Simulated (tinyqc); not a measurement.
Inside a calculation: delta-doped layer in the Thomas-Fermi potential. Values are carried at full precision from step to step, so a last printed digit may differ when a step is redone from the rounded ones.

All donors ionised in the plane z = 0, zero temperature, energies from the Fermi level EF of the Thomas-Fermi model, which lies at the bulk band edge; c = hbar^2/2m0, q = e^2/(4 pi eps0). gv = 4 equivalent valleys, m_d = sqrt(m3^3/mz) in the plane. With n = (gv/3 pi^2)(m3 (-V)/c)^(3/2) and V'' = -(4 pi q/eps) n for z > 0, the solution is V = -b/(|z| + z0)^4 with sqrt(b) = 20/K, K = (4 pi q/eps)(gv/3 pi^2)(m3/c)^(3/2), and z0^5 = 4b/(e F0), e F0 = 2 pi q N/eps; 1e13/cm^2 = 1e-3/angstrom^2. Exchange and correlation are left out.

Constants: hbar^2/2m0 = 3.80998211 eV angstrom^2; e^2/(4 pi eps0) = 14.39964547 eV angstrom.

Inputs chosen for the exercise (near those of a delta-doped layer in Ge; shifted at random, so the results belong to these values and not to a real crystal): m3 = 0.227 m0 (density-of-states mass of a valley); mz = 0.119 m0 (mass along z); eps = 16 (dielectric constant); N = 6.5 x 1e13/cm^2 (donor sheet density).

## The Thomas-Fermi well

Give K, b, e F0, z0 and the depth b/z0^4.

K = 0.022220 eV^(-1/2) angstrom^-2
b = 8.1020e+05 eV angstrom^4
e F0 = 0.036756 eV/angstrom
z0 = 38.82 angstrom
depth = 0.3567 eV

Half of the electrons lie within |z| < (2^(1/5) - 1) z0 = 5.8 angstrom. The mean donor spacing in the plane is 12.4 angstrom, against a Bohr radius 0.529177 eps/m3 = 37.3 angstrom: the orbits overlap many donors, so a smeared sheet is a fair model in the plane. Across the plane the Thomas-Fermi density is more peaked than that of the quantised subbands, the more so the fewer are filled.

## Profile

V = -b/(|z| + z0)^4, n and the share of electrons beyond |z|, (z0/(|z| + z0))^5, at z = 0, 0.1, 0.25, 0.5, 1 and 2 times z0; n = (eps/(4 pi q)) 20 b/(|z| + z0)^6, q = e^2/(4 pi eps0), 1/angstrom^3 = 1e24/cm^3.

Profile:
```
z (angstrom)   V (eV)  n (1e19/cm^3)  share beyond
0.0           -0.3567           41.9         1.000
3.9           -0.2436           23.6         0.621
9.7           -0.1461           11.0         0.328
19.4          -0.0705           3.67         0.132
38.8          -0.0223          0.654         0.031
77.6          -0.0044         0.0574         0.004
```

## Subbands

Subbands solve -(c/m_z) psi'' + V psi = E psi on 1280 points of spacing z0/80; up to ten levels for each group, kept if bound with an rms width below 2.5 z0.

List the bound levels with their rms width.

Subbands:
```
label  valleys g  m_d (m0)   E (eV)  rms z (angstrom)
0              4    0.3135  -0.1271              14.5
1              4    0.3135  -0.0035              87.5
```

The lowest level lies 64 % of the way up the well, and 1 follows 124 meV higher.

## Filling the subbands

At zero temperature n_i = g m_d (mu - E_i)/(2 pi c) for E_i < mu, c = hbar^2/2m0; find mu from sum n_i = N (1e13/cm^2 = 1e-3/angstrom^2).

mu = -0.0032 eV

n_i in the order of the list (1e13/cm^2): 6.487  0.013

2 subbands filled in part, the lowest with 100 % of the electrons. The potential was built for a Fermi level at 0; filling its quantised levels puts mu 0.9 % of the depth below that; with so few subbands the Thomas-Fermi picture is crude, and a close match would be chance.

## Estimate from a V-shaped well

Near z = 0 the well is -depth + e F0 |z|, whose levels are a (c (e F0)^2/m_z)^(1/3) with a = 1.018793 (even) and 2.338107 (odd); c = hbar^2/2m0, m_z = mz.

levels 0 and 1 (eV): 0.0009  0.4640

Level 0 comes out 128 meV too high, since screening flattens the true well away from the plane, and both levels land above the rim at 0.

## Checks

- Integral of the Thomas-Fermi density against N, 1e13/cm^2: both 6.500.
- Lowest level on a finer grid (z0/200), eV: both -0.127.

Computed by tinyqc, a small Python program: `OMP_NUM_THREADS=1 python tinyqc.py 1251811 1251812 out.jsonl` (the numbers bound the seed that draws the inputs); one thread of a shared host (Intel(R) Xeon(R) Processor @ 2.30GHz), about 0.2 s for the whole set of steps.
